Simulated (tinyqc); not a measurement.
# Tunnel rates from the two plateau currents

Inverse problem. With only the 0-1 transition of a spin-degenerate level in the bias window, I = 2 q G_in G_out/(2 G_in + G_out). Find GL and GR.

Constants: q = 1.602176634e-19 C. Results are converted to the units shown.

sizes of the plateau currents for electrons entering from the left and from the right (pA): [12.449345, 16.981596]

Solution. q/I(left) = 1/GR + 1/(2 GL) and q/I(right) = 1/GL + 1/(2 GR) are linear in 1/GL and 1/GR.

GL = 0.2500 1/ns
GR = 0.09200 1/ns

Program tinyqc, `OMP_NUM_THREADS=1 python tinyqc.py 2780109 2780110 out.jsonl`; Intel Xeon 2.30GHz, shared host, one thread, about 0.01 s.
